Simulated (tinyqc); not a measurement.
From mobility along the second direction back to shear deformation potential Xi_u: strain, valley repopulation and piezoresistance in a many-valley conduction band. Computed by tinyqc, a small Python program. Command: `OMP_NUM_THREADS=1 python tinyqc.py 3010318 3010319 out.jsonl valleys inv`. One thread of a shared host (Intel(R) Xeon(R) Processor @ 2.30GHz), about 0.05 s of CPU time with the checks.

Valleys are ellipsoids with mass m_l along the axis a and m_t across it, parabolic, with one constant relaxation time; strain shifts the valleys and leaves the masses alone. Currents are taken along [110], along the load, and along [001], across the load.

Inputs (values chosen for the exercise, modelled on silicon):

| quantity | value | unit |
|---|---|---|
| longitudinal mass m_l | 0.906 | m_0 |
| transverse mass m_t | 0.186 | m_0 |
| dilation deformation potential Xi_d | 1.1 | eV |
| C11 | 166 | GPa |
| C12 | 63.9 | GPa |
| C44 | 79.1 | GPa |
| stress X (tension positive) | 460 | MPa |
| electron density n | 1.9e+15 | 1/cm^3 |
| relaxation time tau | 47 | fs |
| temperature T | 350 | K |

Valley axes: <100> (6 valleys in 3 pairs). Load: uniaxial [110].

Constants: k_B = 8.617333262e-05 eV/K; m_0 = 9.1093837015e-31 kg; k_B = 1.380649e-23 J/K; hbar = 1.054571817e-34 J s; e = 1.602176634e-19 C.

Method:
- Compliances S11 = (C11 + C12)/((C11 - C12)(C11 + 2 C12)), S12 = -C12/((C11 - C12)(C11 + 2 C12)), S44 = 1/C44; stress sigma_ij = X n_i n_j for the unit vector n of the load; e_xx = S11 sigma_xx + S12 (sigma_yy + sigma_zz), e_xy = S44 sigma_xy/2 (tensor strain).
- Herring-Vogt shift of a valley with unit axis a: dE = Xi_d tr(e) + Xi_u a.e.a.
- Each of the 6 valleys holds n_v = N_v (2/sqrt(pi)) F_1/2((E_F - dE_v)/(k_B T)), N_v = 2 (m_d k_B T/(2 pi hbar^2))^(3/2), m_d = (m_l m_t^2)^(1/3); E_F solves sum n_v = n and is counted from the unstrained edge.
- F_j(eta) = int_0^infinity x^j/(1 + exp(x - eta)) dx, without a gamma-function factor. It is evaluated after integrating by parts.
- Integrals over x = E/(k_B T) use 160 Gauss-Legendre points in u = sqrt(x) from 0 to sqrt(max(eta, 0) + 32).
- Mobility tensor mu = e tau sum_v (n_v/n) [1/m_t + (1/m_l - 1/m_t) a a^T]; unstrained mu_0 = e tau (1/m_l + 2/m_t)/3; resistivity along d from the inverse tensor, rho_d = d.mu^-1.d/(n e), mobility along d = 1/(d.mu^-1.d); gauge pi_d = (rho_d/rho_0 - 1)/X.

Task: A run gave the result below. Find the shear deformation potential Xi_u, known to lie between 8.3 and 16 eV.

mobility along the second direction = 266.1393 cm^2/(V s)

Result:

Each step takes the trial c = (a f_b - b f_a)/(f_b - f_a), f being the result less the target and a, b, c the logarithms of the listed values; c replaces end b, the old b replaces a if the sign of f changed, and otherwise f_a is halved.

Scan of the range:

| shear deformation potential Xi_u (eV) | mobility along the second direction (cm^2/(V s)) |
|---|---|
| 8.30 | 274.301 |
| 9.26 | 267.973 |
| 10.30 | 261.117 |
| 11.50 | 253.234 |
| 12.90 | 244.112 |
| 14.30 | 235.117 |
| 16.00 | 224.431 |

False position (Illinois rule, in the logarithm of the input) inside the bracket:

| step | end a | end b | trial | mobility along the second direction (cm^2/(V s)) |
|---|---|---|---|---|
| 1 | 9.2600 | 10.3000 | 9.52738 | 266.209 |
| 2 | 10.3000 | 9.5274 | 9.53761 | 266.142 |
| 3 | 10.3000 | 9.5376 | 9.53837 | 266.137 |
| 4 | 9.5376 | 9.5384 | 9.53800 | 266.139 |

Mobility along the second direction falls at every point of a 13-point scan of the range (every second point is shown), so one value fits; it is bracketed by 9.26 and 10.3. Answer: shear deformation potential Xi_u = 9.538 eV.

Caution: shear strain also changes the transverse masses of <100> valleys, which this model leaves out.
